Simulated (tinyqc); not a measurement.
Slater-Koster d bands of a bcc metal, step by step. Values are carried at full precision from step to step, so a last printed digit may differ when a step is redone from the rounded ones.

Slater-Koster d bands. For a bond with direction cosines (l, m, n) the 5 x 5 block is dds Ps + ddp Pp + ddd (1 - Ps - Pp), the projectors on sigma, pi and delta states about the bond; for instance <xy|xy> = 3 l^2 m^2 dds + (l^2 + m^2 - 4 l^2 m^2) ddp + (n^2 + l^2 m^2) ddd, <xy|yz> = 3 l m^2 n dds + l n (1 - 4 m^2) ddp + l n (m^2 - 1) ddd and <3z2-r2|3z2-r2> = (n^2 - (l^2 + m^2)/2)^2 dds + 3 n^2 (l^2 + m^2) ddp + (3/4)(l^2 + m^2)^2 ddd. H(k) sums the blocks times cos(k.R) over the neighbours; the d level is the zero of energy; k in 2 pi/a.

Inputs chosen for the exercise (of the size met in Fe; not measured data):
```
symbol  value               unit    meaning
dds     -0.671              eV      dd sigma
ddp     0.302               eV      dd pi
ddd     -0.067              eV      dd delta
f2      0.487                       factor on all three integrals for second neighbours
k       (0.69, 0.43, 0.32)  2 pi/a  wave vector
Nd      6                           d electrons per atom
```

## The block of one bond

Direction (1,1,1)/sqrt3; its eigenvalues must be dds once, ddp twice and ddd twice.

block (eV):
```
             xy       yz       zx    x2-y2   3z2-r2
xy      -0.1863  -0.2423  -0.2423        0  -0.1420
yz      -0.2423  -0.1863  -0.2423  -0.1230   0.0710
zx      -0.2423  -0.2423  -0.1863   0.1230   0.0710
x2-y2         0  -0.1230   0.1230   0.1790        0
3z2-r2  -0.1420   0.0710   0.0710        0   0.1790
```

## Levels at Gamma

Neighbours: eight at (a/2)(1,1,1) and equivalents, and six at a(1,0,0) and equivalents with the integrals times f2.

Summing the blocks at k = 0 gives E(t2g) = (8/3) dds + (16/9) ddp + (32/9) ddd + f2 (4 ddp + 2 ddd), E(eg) = (16/3) ddp + (8/3) ddd + f2 (3 dds + 3 ddd).

levels (eV): t2g (threefold) -0.9676, eg (twofold) 0.3538

The t2g level lies lower, by 1.3214 eV.

## The Hamiltonian at one k

Sum over the neighbours.

H(k) (eV):
```
             xy       yz       zx    x2-y2   3z2-r2
xy      -0.2487   0.2953  -0.8979        0   0.4914
yz       0.2953  -0.2694   0.8385  -0.4557   0.2631
zx      -0.8979   0.8385  -0.0765  -0.1499  -0.0865
x2-y2         0  -0.4557  -0.1499   0.5784   0.1367
3z2-r2   0.4914   0.2631  -0.0865   0.1367   0.4545
```

## Levels and character

Diagonalise H; t2g is xy, yz, zx and eg the other two.

levels (eV): -1.5794  -0.4450  0.4250  0.8463  1.1913

weights:
```
     band 1  band 2  band 3  band 4  band 5
t2g   0.994   0.628   0.336   0.372   0.670
eg    0.006   0.372   0.664   0.628   0.330
```

## Levels at points of symmetry

Coordinates: G (0, 0, 0), H (1, 0, 0), N (0.5, 0.5, 0), P (0.5, 0.5, 0.5); the others lie half way.

Levels (eV):
```
k        band 1  band 2  band 3  band 4  band 5
G        -0.968  -0.968  -0.968   0.354   0.354
G-H 0.5  -0.948  -0.065  -0.065   0.229   0.654
H        -2.510  -2.510   2.014   2.014   2.014
N        -1.873  -1.597   0.715   0.948   2.004
P        -0.523  -0.523  -0.523   1.078   1.078
P-G 0.5  -1.343  -1.343   0.637   0.637   0.844
G-N 0.5  -1.421  -1.091   0.342   0.518   0.651
```

On these points the bands run from -2.510 (H) to 2.014 eV (H).

## Second moment and the rectangular band

mu2 = z (dds^2 + 2 ddp^2 + 2 ddd^2)/5 per orbital, with z = 8 + 6 f2^2. A rectangular band with the same mu2 has width W = sqrt(12 mu2), Fermi level W (Nd/10 - 1/2) and bond energy -W Nd (10 - Nd)/20 (Friedel).

mu2 = 1.2092 eV^2
W = 3.8093 eV
Fermi level = 0.3809 eV
bond energy per atom = -4.5711 eV

The bond energy is the attractive part alone; the repulsion between atoms, left out, cancels a large share of it in the cohesive energy.

## Checks

- Levels at Gamma from the formulas against H(0): they agree to 1e-10 or better.
- Second moment from the formula against the mean square level on the mesh: both 1.20921.

tinyqc: `OMP_NUM_THREADS=1 python tinyqc.py 1480741 1480742 out.jsonl`; about 0.06 s, one thread, shared Intel(R) Xeon(R) Processor @ 2.30GHz.
